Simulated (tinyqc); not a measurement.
Surface photovoltage measurement of the minority-carrier diffusion length in a wafer: one step, computed by the program tinyqc. Command: `OMP_NUM_THREADS=1 python tinyqc.py 3130013 3130014 out.jsonl spv walk`. One thread of a shared host (Intel(R) Xeon(R) Processor @ 2.30GHz), about 0.01 s of CPU time with the checks.

Low injection, steady light, a depletion layer much thinner than 1/alpha and L. The excess density dn is taken at the front edge of the neutral region; light that reaches the back is lost.

Problem. One wavelength. alpha = (84.732/lambda - 76.417)^2 per cm with lambda in micrometre (an empirical fit for silicon between 0.7 and 1.05 micrometre). Thick wafer: dn = Phi L/((S_f + D/L)(L + 1/alpha)). Finite wafer, with s = S_b L/D, w = W/L, a = alpha L: dn = [Phi a/(a^2 - 1)] [a - B - exp(-alpha W)(a - s)/(cosh w + s sinh w)]/(S_f + B D/L), B = (sinh w + s cosh w)/(cosh w + s sinh w). Photovoltage V = (k_B T/e) ln(1 + dn/n_0). Lifetime = L^2/D.

Inputs (values chosen for the exercise, modelled on p-type silicon at room temperature):
```
quantity                                             value        unit
diffusion length L                                      18  micrometre
wafer thickness W                                      525  micrometre
diffusivity D                                         27.5      cm^2/s
front recombination velocity S_f                      3400        cm/s
back recombination velocity S_b                     120000        cm/s
photon flux entering                                 2e+12  1/(cm^2 s)
minority density at the surface barrier scale n_0  1.4e+09      1/cm^3
temperature T                                          298           K
wavelength                                             823          nm
```

Constants: k_B = 8.617333262e-05 eV/K.

Give: alpha; penetration depth 1/alpha; dn, thick wafer; B; dn, finite wafer; photovoltage V; lifetime.

Solution.

alpha = 704.3 1/cm

penetration depth 1/alpha = 14.20 micrometre

dn, thick wafer = 5.986e+07 1/cm^3

B = 1

dn, finite wafer = 5.986e+07 1/cm^3

photovoltage V = 1.075 mV

lifetime = 0.1178 microsecond
